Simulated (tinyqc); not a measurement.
Worked calculation: inter-valley coupling by envelope functions against a chain of atomic planes. Values are carried at full precision from step to step, so a last printed digit may differ when a step is redone from the rounded ones.

Chain: E(phi) = e0 + 2 v cos(phi) + 2 u cos(2 phi), cos(phi0) = -v/(4u), e0 = 2u + v^2/(4u); plane j = 0, 1, ... has the potential V_j = dE x_j + F (j - 30) a/4 (1 MV/m = 1e-4 V/angstrom). There are 30 barrier planes a side; with y = j - 29.5, x_j = xb (f(y) + f(Nw - y)), f(y) = 1/(1 + exp(y/L)), plus any Ge added in the well. The valley splitting is the spacing of the two lowest levels. Envelope theory: F_j solves a one-valley chain with hopping -b and diagonal 2b + V_j, b = 4u sin^2(phi0), sum F_j^2 = 1; the valleys couple by Dv = sum_j F_j^2 V_j exp(-2 i phi0 j) and split by 2|Dv|.

Constants: hbar^2/2m0 = 3.80998211 eV angstrom^2.

Inputs chosen for the exercise (near those of the Delta valleys of silicon in a SiGe well; not measured data): a = 5.431 angstrom (lattice constant; planes lie a/4 apart); u = 0.589 eV (second-neighbour hopping); v = 0.704 eV (nearest hopping); Nw = 41 (planes in the well); L = 0.75 planes (interface width); xb = 0.26 (Ge fraction of the barriers); dE = 0.58 eV (offset per unit Ge fraction); F = 8 MV/m (field); js = 56 (plane j of a Ge spike (the well starts at j = 30)); xs = 0.12 (Ge fraction added on that plane).

## Valley phase, mass and the wavelengths that couple the valleys

phi0; b = 4u sin^2(phi0); mass m/m0 = c/(b (a/4)^2), c = hbar^2/2m0. A potential couples the valleys if its phase advances by 2 phi0 a plane, or, since only whole planes count, by 2 pi - 2 phi0: periods pi/phi0 and pi/(pi - phi0) planes.

phi0 = 1.87424 rad
b = 2.14564 eV
mass = 0.9632 m0

periods (planes): pi/phi0 1.6762, pi/(pi - phi0) 2.4789

longer period = 3.3657 angstrom

## The smooth well

Lowest doublet of the chain and the envelope result.

level (meV): chain 27.786, envelope 27.839

splitting (micro-eV): chain 27.4, envelope 27.1

planes covered, 1/sum F^4 = 28.71
largest F_j^2 = 0.04830

The levels agree within 0.05 meV. A graded interface has little Fourier weight at 2 phi0, so the splitting is a small remainder of cancelling terms; the envelope value is 0.99 times that of the chain.

## One plane of added Ge, to first order

F_j^2 of the smooth well on that plane = 0.01746

F_j is the envelope on plane j (sum F_j^2 = 1) and Dv the coupling of the two valleys, which split by 2|Dv|. A single plane has Fourier weight at all wavelengths: it adds dE xs F_j^2 to |Dv|, so the splitting is about 2 dE xs F_j^2 if this term rules, and the mean of the doublet rises by dE xs F_j^2.

splitting = 2430 micro-eV
rise of the mean level = 1.215 meV

The chain with the spike gives 1846 micro-eV and a rise of 0.922 meV; the envelope solved with the spike gives 1822. First order is +32 % off: the state draws back from the spike, which the envelope solved anew includes.

## Checks

- Splitting with a weak spike (0.02) on plane j = 43 from the envelope against the chain (micro-eV): both 1.06e+03.

tinyqc: `OMP_NUM_THREADS=1 python tinyqc.py 1451175 1451176 out.jsonl`; about 0.09 s, one thread, shared Intel(R) Xeon(R) Processor @ 2.30GHz.
